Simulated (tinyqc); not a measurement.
# Scale length and length offset from two DIBL values

Problem. DIBL = exp(-Le/(2 l)) + 2 exp(-Le/l) with Le = L - dL. Find l, dL and the drawn length for a DIBL of 100 mV/V.

DIBL at drawn lengths 50 and 89 nm (mV/V): [151.62081, 21.564801]

Solution. With e = exp(-Le/(2 l)), 2 e^2 + e = DIBL gives e and so Le/l at each length; Le/l is a straight line in L with slope 1/l.

l = 11.0 nm
dL = 3.70 nm
length for 100 mV/V = 57.8 nm

Program tinyqc, `OMP_NUM_THREADS=1 python tinyqc.py 2002125 2002126 out.jsonl`; Intel Xeon 2.30GHz, shared host, one thread, about 0.01 s.
